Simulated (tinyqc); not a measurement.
Mobility and doping from two currents.

Question. A trap-free film with injecting contacts is fitted, with diffusion neglected, by J = q mu N V/Lf + (9/8) eps0 eps_r mu V^2/Lf^3. Find mu, N and the voltage at which both terms are equal.

Values chosen for this exercise: relative permittivity eps_r = 12.7; film thickness Lf = 550 nm.

Constants: q = 1.602176634e-19 C, eps0 = 8.8541878128e-14 F/cm where lengths are in cm. Results are converted to the units shown.

J at 3.3 and 12 V (A/cm^2): [0.76751349, 5.1723928]

Solution. J/V is a straight line in V: the slope gives mu and the intercept mu N.

mu = 0.003000 cm^2/(V s)
N = 1.800e16 cm^-3
crossover voltage = 6.896 V

tinyqc, about 0.1 s, one thread, Intel Xeon 2.30GHz (shared host): `OMP_NUM_THREADS=1 python tinyqc.py 2730063 2730064 out.jsonl`
